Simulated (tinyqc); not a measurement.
Plane-wave Kohn-Sham cycle with exchange-only LDA in a layered model solid, step by step. One step of it, computed by the program tinyqc.

Question. Iteration 1: potential. V_H(G) = 4 pi rho(G)/G^2 for G != 0 (uniform background); v_x = -(3 rho/pi)^(1/3); V = V_ext + V_H + v_x; Fourier components f(G_m) = (1/N) sum_j f(x_j) exp(-i G_m x_j).

A solid whose potential varies along x alone (atomic units):
```
parameter                      value
period a                    6.100000
cross-section of the cell  20.000000
electrons per cell                 2
grid points                       16
plane waves -n..n, n               2
k points                           4
V1 in V1 cos(2 pi x/a)     -0.360000
V2 in V2 cos(4 pi x/a)      0.130000
```

density at the start, on the grid x_j = j a/N (e/bohr^3): [0.01639344, 0.01639344, 0.01639344, 0.01639344, 0.01639344, 0.01639344, 0.01639344, 0.01639344, 0.01639344, 0.01639344, 0.01639344, 0.01639344, 0.01639344, 0.01639344, 0.01639344, 0.01639344]

Give: Potentials on the grid; V(G_m), m = 0, 1, 2, ....

Answer.

Potentials on the grid (hartree):
```
x       V_ext    V_H     v_x         V
0.000  -0.230  0.000  -0.250    -0.480
0.381  -0.241  0.000  -0.250    -0.491
0.762  -0.255  0.000  -0.250    -0.505
1.144  -0.230  0.000  -0.250    -0.480
1.525  -0.130  0.000  -0.250    -0.380
1.906   0.046  0.000  -0.250    -0.204
2.288   0.255  0.000  -0.250  4.40e-03
2.669   0.425  0.000  -0.250     0.174
3.050   0.490  0.000  -0.250     0.240
3.431   0.425  0.000  -0.250     0.174
3.812   0.255  0.000  -0.250  4.40e-03
4.194   0.046  0.000  -0.250    -0.204
4.575  -0.130  0.000  -0.250    -0.380
4.956  -0.230  0.000  -0.250    -0.480
5.338  -0.255  0.000  -0.250    -0.505
5.719  -0.241  0.000  -0.250    -0.491
```

V(G_m), m = 0, 1, 2, ... (hartree): [-0.250, -0.180, 0.065, 0.000, 0.000]
